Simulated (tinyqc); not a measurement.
# Cell and bit-line capacitance from two signals

Problem. In a DRAM a freshly written one gives the bit-line signal (Vd/2) Cs/(Cs + Cb). Find Cs and Cb.

Values chosen for this exercise:
- Vd = 1.3 V (array voltage)

signal of a fresh one without and with 10 fF added to the bit line (mV): 190.66667  168.23529

Answer. (Vd/2)/signal = 1 + Cb/Cs, and the added capacitance raises it by its ratio to Cs.

Cs = 22.0 fF
Cb = 53.0 fF

Program tinyqc, `OMP_NUM_THREADS=1 python tinyqc.py 2130048 2130049 out.jsonl`; Intel Xeon 2.30GHz, shared host, one thread, about 0.01 s.
